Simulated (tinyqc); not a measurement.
Pariser-Parr-Pople SCF with singles CI, for the molecule C=CC1=CC=CC=CC=C1 (SMILES; centres numbered as the heavy atoms are written), step by step. One step of it, computed by the program tinyqc.

Task: Iteration 3: Fock matrix. F_rr = H_rr + P_rr gamma_rr / 2 + sum_(s != r) P_ss gamma_rs; F_rs = H_rs - P_rs gamma_rs / 2; E = tr P (H + F) / 2 + core repulsion sum_(r<s) z_r z_s gamma_rs.

P after iteration 2, lower triangle:
```
            1C         2C         3C         4C         5C         6C         7C         8C
1C    0.961270
2C    0.912394   1.009251
3C    0.049833   0.390364   0.906760
4C   -0.343312   0.002165   0.807952   1.099555
5C   -0.043828  -0.073806   0.072022   0.368647   0.905161
6C    0.179489  -0.002808  -0.283832  -0.077402   0.856979   1.100931
7C    0.039654   0.051049  -0.061784   0.058679   0.073080   0.346288   0.902811
8C   -0.088430   0.004213   0.103532   0.066517  -0.296381  -0.079102   0.871047   1.103851
9C   -0.045004  -0.083462   0.072333  -0.251466  -0.061361   0.075475   0.074786   0.326570
10C  -0.011620  -0.004137   0.279528  -0.080245   0.105780   0.068959  -0.299239  -0.082245

           9C       10C
9C   0.900422
10C  0.889339  1.109987
```

core matrix H (eV), lower triangle:
```
             1C          2C          3C          4C          5C          6C          7C          8C
1C   -46.323558
2C    -2.390000  -53.064714
3C     0.000000   -2.390000  -60.685042
4C     0.000000    0.000000   -2.390000  -57.025401
5C     0.000000    0.000000    0.000000   -2.390000  -54.362427
6C     0.000000    0.000000    0.000000    0.000000   -2.390000  -53.271235
7C     0.000000    0.000000    0.000000    0.000000    0.000000   -2.390000  -53.040258
8C     0.000000    0.000000    0.000000    0.000000    0.000000    0.000000   -2.390000  -53.519223
9C     0.000000    0.000000    0.000000    0.000000    0.000000    0.000000    0.000000   -2.390000
10C    0.000000    0.000000   -2.390000    0.000000    0.000000    0.000000    0.000000    0.000000

             9C         10C
9C   -54.996461
10C   -2.390000  -58.203457
```

repulsion gamma_rs (eV), lower triangle:
```
            1C         2C         3C         4C         5C         6C         7C         8C
1C   11.130000
2C    7.553599  11.130000
3C    5.239053   7.552427  11.130000
4C    3.730262   5.406161   7.552821  11.130000
5C    2.804379   3.663468   4.978469   7.553047  11.130000
6C    2.426083   2.951504   3.979041   4.978281   7.555250  11.130000
7C    2.389842   2.757636   3.710813   3.978069   4.978469   7.552464  11.130000
8C    2.675723   2.951104   3.978634   3.710152   3.979041   4.978573   7.555250  11.130000
9C    3.442752   3.663179   4.978469   3.978035   3.710813   3.978634   4.978469   7.552464
10C   4.901864   5.405635   7.555315   4.978573   3.979491   3.711404   3.979247   4.978281

            9C        10C
9C   11.130000
10C   7.553646  11.130000
```

Centres (angstrom, eV; a flat drawing with bonds scaled to 1.40 angstrom):
```
centre          x          y  core charge z          W   gamma_rr
1C      -3.362000   0.462000              1  11.160000  11.130000
2C      -2.445000  -0.596000              1  11.160000  11.130000
3C      -1.070000  -0.330000              1  11.160000  11.130000
4C      -0.299000  -1.499000              1  11.160000  11.130000
5C       1.073000  -1.779000              1  11.160000  11.130000
6C       2.241000  -1.008000              1  11.160000  11.130000
7C       2.522000   0.364000              1  11.160000  11.130000
8C       1.751000   1.532000              1  11.160000  11.130000
9C       0.379000   1.813000              1  11.160000  11.130000
10C     -0.789000   1.041000              1  11.160000  11.130000
```

Give: F; pi energy.

Result:

F (eV), lower triangle:
```
         1C      2C      3C      4C      5C      6C      7C      8C
1C   -5.637
2C   -5.836  -5.783
3C   -0.131  -3.864  -5.178
4C    0.640  -0.006  -5.441  -5.903
5C    0.061   0.135  -0.179  -3.782  -5.150
6C   -0.218   0.004   0.565   0.193  -5.627  -5.897
7C   -0.047  -0.070   0.115  -0.117  -0.182  -3.698  -5.136
8C    0.118  -0.006  -0.206  -0.123   0.590   0.197  -5.680  -5.909
9C    0.077   0.153  -0.180   0.500   0.114  -0.150  -0.186  -3.623
10C   0.028   0.011  -3.446   0.200  -0.210  -0.128   0.595   0.205

         9C     10C
9C   -5.136
10C  -5.749  -5.956
```

pi energy = -130.478 eV
